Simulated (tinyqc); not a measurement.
From a target to a composition: virtual-crystal alloy in the empirical-pseudopotential method. Five cases, with inputs chosen for the exercise.

Problem. The gap from the valence top to the fifth band at L = (1/2,1/2,1/2) is given; it is monotonic in x. Find x.

Empirical pseudopotential on the fcc lattice, atoms at +/- tau, tau = a (1,1,1)/8, no spin-orbit coupling. H(G,G') = c (2 pi/a)^2 |k + G|^2 delta + VS(q) cos(q.tau) + i VA(q) sin(q.tau), q = G - G', c = hbar^2/2m0; k and G in units of 2 pi/a; VS at |q|^2 = 3, 8, 11 and VA at 3, 4, 11, in rydberg, zero elsewhere. At each k the basis holds all G with |k + G|^2 up to 16; energies are counted from the fourth level at Gamma.

Virtual crystal A(1-x)B(x): a = (1 - x) a_A + x a_B. Rule linear: V = (1 - x) V_A + x V_B. Rule volume: V = [(1 - x) a_A^3 V_A + x a_B^3 V_B]/a^3, since a form factor is an atomic potential divided by the cell volume.

Constants: hbar^2/2m0 = 3.80998211 eV angstrom^2; Ry = 13.60569312 eV.

Find: x; a.

Case 1.

Values chosen (classic local form factors of the size used for GaP (A) and InP (B), which place X and L only to a few tenths of an eV; the results hold for these values, not for the real material):
- a = (5.447, 5.862) angstrom (lattice constants of A, B)
- VSA = (-0.222, 0.029, 0.07) Ry (symmetric form factors of A)
- VAA = (0.12, 0.07, 0.02) Ry (antisymmetric form factors of A)
- VSB = (-0.236, 0.009, 0.061) Ry (symmetric form factors of B)
- VAB = (0.069, 0.051, 0.009) Ry (antisymmetric form factors of B)
- rule = volume (mixing rule)

gap to L = 2.19009 eV

Solution.

x = 0.74
a = 5.754 angstrom

Bisect on x between the ends, where the gap to L is 2.573 and 2.055 eV; a straight line between them would give x = 0.74.

Case 2.

Values chosen (classic local form factors of the size used for Si (A) and Ge (B), which place X and L only to a few tenths of an eV; the results hold for these values, not for the real material):
- a = (5.421, 5.66) angstrom (lattice constants of A, B)
- VSA = (-0.208, 0.039, 0.079) Ry (symmetric form factors of A)
- VAA = (0, 0, 0) Ry (antisymmetric form factors of A)
- VSB = (-0.233, 0.011, 0.061) Ry (symmetric form factors of B)
- VAB = (0, 0, 0) Ry (antisymmetric form factors of B)
- rule = linear (mixing rule)

gap to L = 1.24731 eV

Solution.

x = 0.71
a = 5.591 angstrom

Bisect on x between the ends, where the gap to L is 1.742 and 1.026 eV; a straight line between them would give x = 0.69.

Case 3.

Values chosen (classic local form factors of the size used for Si (A) and Ge (B), which place X and L only to a few tenths of an eV; the results hold for these values, not for the real material):
- a = (5.423, 5.656) angstrom (lattice constants of A, B)
- VSA = (-0.213, 0.041, 0.078) Ry (symmetric form factors of A)
- VAA = (0, 0, 0) Ry (antisymmetric form factors of A)
- VSB = (-0.234, 0.011, 0.059) Ry (symmetric form factors of B)
- VAB = (0, 0, 0) Ry (antisymmetric form factors of B)
- rule = volume (mixing rule)

gap to L = 1.21778 eV

Solution.

x = 0.68
a = 5.581 angstrom

Bisect on x between the ends, where the gap to L is 1.806 and 0.955 eV; a straight line between them would give x = 0.69.

Case 4.

Values chosen (classic local form factors of the size used for Si (A) and Ge (B), which place X and L only to a few tenths of an eV; the results hold for these values, not for the real material):
- a = (5.437, 5.659) angstrom (lattice constants of A, B)
- VSA = (-0.214, 0.04, 0.078) Ry (symmetric form factors of A)
- VAA = (0, 0, 0) Ry (antisymmetric form factors of A)
- VSB = (-0.229, 0.009, 0.059) Ry (symmetric form factors of B)
- VAB = (0, 0, 0) Ry (antisymmetric form factors of B)
- rule = linear (mixing rule)

gap to L = 1.31877 eV

Solution.

x = 0.54
a = 5.557 angstrom

Bisect on x between the ends, where the gap to L is 1.811 and 0.860 eV; a straight line between them would give x = 0.52.

Case 5.

Values chosen (classic local form factors of the size used for GaAs (A) and GaP (B), which place X and L only to a few tenths of an eV; the results hold for these values, not for the real material):
- a = (5.64, 5.433) angstrom (lattice constants of A, B)
- VSA = (-0.229, 0.011, 0.059) Ry (symmetric form factors of A)
- VAA = (0.068, 0.049, 0.01) Ry (antisymmetric form factors of A)
- VSB = (-0.215, 0.031, 0.071) Ry (symmetric form factors of B)
- VAB = (0.12, 0.071, 0.019) Ry (antisymmetric form factors of B)
- rule = volume (mixing rule)

gap to L = 2.01229 eV

Solution.

x = 0.44
a = 5.549 angstrom

Bisect on x between the ends, where the gap to L is 1.587 and 2.557 eV; a straight line between them would give x = 0.44.

Computed by tinyqc, one run a case: `OMP_NUM_THREADS=1 python tinyqc.py N N+1 out.jsonl` with N = 1050285, 1050290, 1050324, 1050357, 1050374; one thread of a shared Intel(R) Xeon(R) Processor @ 2.30GHz, about 0.3 s a run at most.
